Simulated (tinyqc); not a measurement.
Inside a calculation: exciton in an atomically thin sheet (Rytova-Keldysh potential). Values are carried at full precision from step to step, so a last printed digit may differ when a step is redone from the rounded ones.

Constants: Ry = 13.60569312 eV; a0 (Bohr radius) = 0.5291772105 angstrom; hbar^2/2m0 = 3.80998211 eV angstrom^2; e^2/(4 pi eps0) = 14.39964547 eV angstrom.

Parameters, chosen for this exercise (near those of a WS2 monolayer; the results hold for these values, not for the real material): me = 0.298 m0 (electron mass); mh = 0.407 m0 (hole mass); kap = 1 (mean dielectric constant of the surroundings); Eg = 2.604 eV (gap, in these surroundings); al = (0.000509, 0.00229, 0.0103, 0.0464) 1/angstrom^2 (exponents a_i); r0 = 38.9 angstrom (screening length of the sheet).

## Exciton units

1/mu = 1/me + 1/mh, Ry* = Ry mu/kap^2, a* = a0 kap/mu.

mu = 0.17204 m0
Ry* = 2340.681 meV
a* = 3.08 angstrom

## Hydrogen-like series

Binding Ry*/n^2 in three dimensions and Ry*/(n - 1/2)^2 in two; strengths relative to n = 1 go as 1/n^3 and (1/2)^3/(n - 1/2)^3. Lines at Eg less the binding.

Series:
```
n,3D binding (meV),3D line (eV),3D strength,2D binding (meV),2D line (eV),2D strength
1,2340.68,0.2633,1.0000,9362.72,-6.7587,1.0000
2,585.17,2.0188,0.1250,1040.30,1.5637,0.0370
3,260.08,2.3439,0.0370,374.51,2.2295,0.0080
4,146.29,2.4577,0.0156,191.08,2.4129,0.0029
```

The two-dimensional value exceeds the gap: with bare Coulomb screening the model fails here, and the screening of the sheet itself is needed.

## Overlap and kinetic matrices

Relative motion in the plane with V(k) = -2 pi q/(k (kap + r0 k)), q = e^2/(4 pi eps0), c = hbar^2/2m0. Normalised Gaussians exp(-a_i r^2): with A = a_i + a_j, S_ij = 2 sqrt(a_i a_j)/A, T_ij = (4c/mu)(a_i a_j/A) S_ij, V_ij = -q S_ij times the integral over k from 0 to infinity of exp(-k^2/4A)/(kap + r0 k).

Form S and T.

S:
```
,1,2,3,4
1,1.00000,0.77144,0.42366,0.20720
2,0.77144,1.00000,0.77151,0.42342
3,0.42366,0.77151,1.00000,0.77112
4,0.20720,0.42342,0.77112,1.00000
```

T (eV):
```
,1,2,3,4
1,0.02254,0.02846,0.01820,0.00924
2,0.02846,0.10143,0.12804,0.08185
3,0.01820,0.12804,0.45621,0.57578
4,0.00924,0.08185,0.57578,2.05518
```

## Potential matrix

Evaluate the integrals numerically.

V (eV):
```
,1,2,3,4
1,-0.40619,-0.41337,-0.31113,-0.20172
2,-0.41337,-0.60522,-0.58500,-0.41489
3,-0.31113,-0.58500,-0.83704,-0.77554
4,-0.20172,-0.41489,-0.77554,-1.09036
```

## Levels in the small basis

Solve (T + V) u = E S u; give the two lowest levels and the ground vector with u S u = 1 and its largest component positive.

levels (eV): -0.5244  -0.2266

ground vector: 0.040  0.744  0.260  0.022

## The converged series

Converged values use 20 Gaussians with exponents 2^i/b^2, i = -11 to 8, b the larger of a0 kap/(2 mu) and sqrt(a0 r0/mu), a0 = 0.5291772 angstrom; p states use r exp(i theta) exp(-a r^2).

Levels against the two-dimensional hydrogen series Ry*/(n - 1/2)^2; eps_n is the dielectric constant that would give each level in that series.

Series:
```
state,binding (meV),hydrogen (meV),eps_n,Eg + E (eV)
1s,524.7,9362.7,4.22,2.079
2p,281.5,1040.3,1.92,2.322
2s,227.0,1040.3,2.14,2.377
3p,156.5,374.5,1.55,2.448
3s,132.8,374.5,1.68,2.471
```

eps_n falls from 4.22 (1s) to 1.68 (3s) towards kap = 1: larger orbits see less of the sheet. 2p is bound 54.6 meV more strongly than 2s, which pure Coulomb attraction keeps degenerate. The small basis misses the 1s binding by 0.3 meV.

## Checks

- 1s binding for r0 = 0 against 4 Ry*, meV: 9359 against 9363.
- 2p binding for r0 = 0 against 4 Ry*/9, meV: both 1040.

tinyqc: `OMP_NUM_THREADS=1 python tinyqc.py 1251653 1251654 out.jsonl`; about 0.03 s, one thread, shared Intel(R) Xeon(R) Processor @ 2.30GHz.
